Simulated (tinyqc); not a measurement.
Inside a calculation. Model: FinFET, parasitic resistance, capacitance and delay.

Program tinyqc, `OMP_NUM_THREADS=1 python tinyqc.py 2170054 2170055 out.jsonl`; Intel Xeon 2.30GHz, shared host, one thread, about 0.04 s. Printed values are rounded.

Nf fins under one contact; each has gated perimeter p = 2 Hf + Wf and cross-section A = Hf Wf; contact width Wc = Nf pf, stack height Hs = Hf. Contact length Lc = CPP - Lg - 2 Lsp, shared by two neighbouring gates. Source and drain sides are equal. The formulas are first-order estimates, not field solutions.

Parameters, values chosen for the exercise; values close to those of silicon logic devices: temperature T = 300 K; number of fins Nf = 4; fin height Hf = 55 nm; fin width Wf = 6 nm; fin pitch pf = 34 nm; contacted gate pitch CPP = 42 nm; gate length Lg = 18 nm; spacer length Lsp = 5 nm; relative permittivity of the spacer ks = 7; gate height above the channel stack Hc = 15 nm; contact resistivity rc = 5.2e-10 ohm cm^2; resistivity of the source-drain epitaxy re = 0.00032 ohm cm; current-carrying depth of the epitaxy te = 30 nm; resistivity of the extension rx = 0.00067 ohm cm; gate overlap Lov = 2 nm; inversion capacitance Cinv = 2.6 uF/cm^2; injection velocity vx = 1.1e7 cm/s; apparent mobility mu = 270 cm^2/(V s); threshold at zero drain voltage VT = 0.19 V; barrier lowering dl = 0.078 V/V; subthreshold factor n = 1.17; wire load Cw = 0.15 fF; supply voltage Vdd = 0.6 V.

Constants: q = 1.602176634e-19 C, kB = 1.380649e-23 J/K, eps0 = 8.8541878128e-12 F/m, Vt = kB T/q. Results are converted to the units shown.

## Geometry and resistances

Epitaxy sheet resistance Rsh = re/te, transfer length LT = sqrt(rc/Rsh), contact Rc = [sqrt(rc Rsh)/Wc] coth(Lc/(2 LT)); extension of one fin Rx = rx Lsp/A. Effective width N p; for equal currents one side has Rc + Rx/N.

Lc = 14 nm
effective width = 464 nm
Rsh = 106.667 ohm
LT = 22.0794 nm
Rc = 56.4398 ohm
Rx = 101.515 ohm
one side times effective width = 37.9638 ohm um

Lc/2 is 0.32 transfer lengths, and Rc is 3.3 % above the area limit rc/(Wc Lc/2). The contact makes up 69.0 % of one side.

## Capacitances

With N fins: gate Cg = Cinv p N Lg; per side, plate Cp = ks eps0 [Wc (Hs + Hc) - N A]/Lsp, top fringe Cf = (2/pi) ks eps0 Wc ln(1 + Lg/(2 Lsp)), overlap Co = Cinv p N Lov. Cs = Cp + Cf + Co. An inverter of two such devices driving an equal one has the load CL = 2 (Cg + 2 Cs) + 4 Cs + Cw (its own drains counted twice for the Miller effect).

Cg = 217.152 aF
Cp = 101.646 aF
Cf = 5.52513 aF
Co = 24.1280 aF
CL = 1634.70 aF

The channel capacitance gives 26.6 % of CL, the parasitic parts 64.3 % and the wire 9.18 %.

## Iteration 1: fin currents at Vgs = Vdd, Vds = Vdd/2

I at the start (uA): fin 1 0, fin 2 0, fin 3 0, fin 4 0

One fin: I = p Q vx u/(1 + |u|^1.8)^(1/1.8), Q = Cinv n Vt ln(1 + exp((Vg' - VT + dl Vd')/(n Vt))), u = Vd' mu/(vx Lg), Vg' = Vgs - v, Vd' = Vds - 2 v, with the drop on each side v = Rc (sum of I) + Rx I. I(new) = I(out).

drop v (mV): fin 1 0, fin 2 0, fin 3 0, fin 4 0
I(out) (uA): fin 1 137.823, fin 2 137.823, fin 3 137.823, fin 4 137.823
I after iteration 1 (uA): fin 1 137.823, fin 2 137.823, fin 3 137.823, fin 4 137.823

## Iteration 2: fin currents at Vgs = Vdd, Vds = Vdd/2

As before.

drop v (mV): fin 1 45.1061, fin 2 45.1061, fin 3 45.1061, fin 4 45.1061
I(out) (uA): fin 1 116.993, fin 2 116.993, fin 3 116.993, fin 4 116.993
I after iteration 2 (uA): fin 1 116.993, fin 2 116.993, fin 3 116.993, fin 4 116.993

## Course of the iteration: fin currents at Vgs = Vdd, Vds = Vdd/2

Stop when the largest change of I is below 1e-6 uA, or after 80 iterations.

Course of the iteration:

| iteration | total I (uA) | largest \|change\| of one entry (uA) |
|---|---|---|
| 1 | 551.294 | 138 |
| 2 | 467.970 | 20.8 |
| 3 | 481.410 | 3.36 |
| 4 | 479.270 | 0.535 |
| 5 | 479.612 | 0.0853 |
| 6 | 479.557 | 0.0136 |
| 7 | 479.566 | 2.17e-3 |
| 8 | 479.565 | 3.46e-4 |
| 9 | 479.565 | 5.52e-5 |
| 10 | 479.565 | 8.81e-6 |
| 11 | 479.565 | 1.40e-6 |
| 12 | 479.565 | 2.24e-7 |

Converged in 12 iterations. At the end each change is about 0.16 times the one before: linear convergence.

## Effective current, delay and energy

IH = I(Vdd, Vdd/2) = 479.565 uA
IL = I(Vdd/2, Vdd), solved likewise = 182.988 uA

Ieff = (IH + IL)/2, delay CL Vdd/(2 Ieff), energy CL Vdd^2, with CL the load of an inverter that drives an equal one.

Ieff = 331.276 uA
delay = 1.48036 ps
energy = 588.491 aJ

Without any series resistance Ieff would be 379 uA, so the resistances cost 12.5 %.
